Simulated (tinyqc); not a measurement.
Ideality, saturation current and resistance from three points.

Inverse problem. Well above the saturation current a diode obeys V = n Vt ln(I/I0) + I Rs. Find n, Rs and I0.

Inputs (values chosen for the exercise):
- T = 400 K (temperature)

Constants: q = 1.602176634e-19 C, kB = 1.380649e-23 J/K, Vt = kB T/q. Results are converted to the units shown.

currents (A): 1e-6  0.0002  0.03
voltages (V): 0.99757708  1.3047329  1.6455512

Solution. V is linear in the three unknowns n Vt, Rs and -n Vt ln I0, so three points give a linear system.

n = 1.680
Rs = 1.700 ohm
I0 = 3.300e-14 A

Numbers from tinyqc (`OMP_NUM_THREADS=1 python tinyqc.py 2260064 2260065 out.jsonl`; about 0.01 s on one thread of a shared Intel Xeon 2.30GHz).
